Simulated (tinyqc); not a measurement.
Spin coating of a resist or spin-on film: centrifugal thinning, evaporation and the final thickness (Emslie and Meyerhofer models). Changing the starting thickness h0. Computed by tinyqc, a small Python program. Command: `OMP_NUM_THREADS=1 python tinyqc.py 3110865 3110866 out.jsonl spincoat sweep`. One thread of a shared host (Intel(R) Xeon(R) Processor @ 2.30GHz), about 0.2 s of CPU time with the checks.

A Newtonian film stays uniform over the wafer; solvent and solids have the same density and the concentration is uniform through the thickness.

Inputs (values chosen for the exercise, of the order of those of a polymer resist in an ester solvent):
```
quantity                                 value          unit
solids volume fraction c0                 0.18             -
kinematic viscosity of the solvent nu_s    1.9        mm^2/s
viscosity constant k                       590        mm^2/s
viscosity exponent gamma                   2.5             -
spin speed f                              1500           rpm
evaporation rate at 1000 rpm e0           0.16  micrometre/s
time t                                     4.6             s
wafer radius R                             100            mm
shrinkage in the bake                      7.8             %
```

Method:
- omega = 2 pi f/60; nu(c) = nu_s + k c^gamma; evaporation rate e = e0 sqrt(f/1000 rpm).
- Flow constant K = 2 omega^2/(3 nu(c0)); Reynolds number of the air omega R^2/nu_air with nu_air = 15 mm^2/s.
- dh/dt = -K h^3 gives h = h0/sqrt(1 + 2 K h0^2 t); for long times h = 1/sqrt(2 K t).
- Full model for solids s and liquid l per area, h = s + l, c = s/h: ds/dt = -c Q, dl/dt = -(1 - c) Q - e, Q = 2 omega^2 h^3/(3 nu(c)); integrated adaptively (relative tolerance 1e-9) until l = 0.
- Dry film = s at l = 0, before the bake; film after the bake = s x (1 - shrinkage).

One run for each value:
```
starting thickness h0 (micrometre)  dry film (nm)  h(t) without evaporation (micrometre)  time to dry (s)
20                                         1052.8                                 7.5339           27.723
39                                         1060.5                                 7.9618           28.337
75                                         1061.6                                 8.0857           28.491
140                                        1061.7                                 8.1194           28.531
280                                        1061.7                                 8.1296           28.543
540                                        1061.8                                 8.1321           28.546
1000                                       1061.8                                 8.1328           28.546
2000                                       1061.8                                 8.1330           28.547
```

Describe and explain the trends.

Over the rows, dry film (nm) rises from 1053 to 1062; h(t) without evaporation (micrometre) rises from 7.53 to 8.13; time to dry (s) rises from 27.7 to 28.5. The exponent of dry film stays between 0.00 and 0.01, near 0: the excess is flung off.

Extremes, crossings and ranges named in words are read from the listed rows.
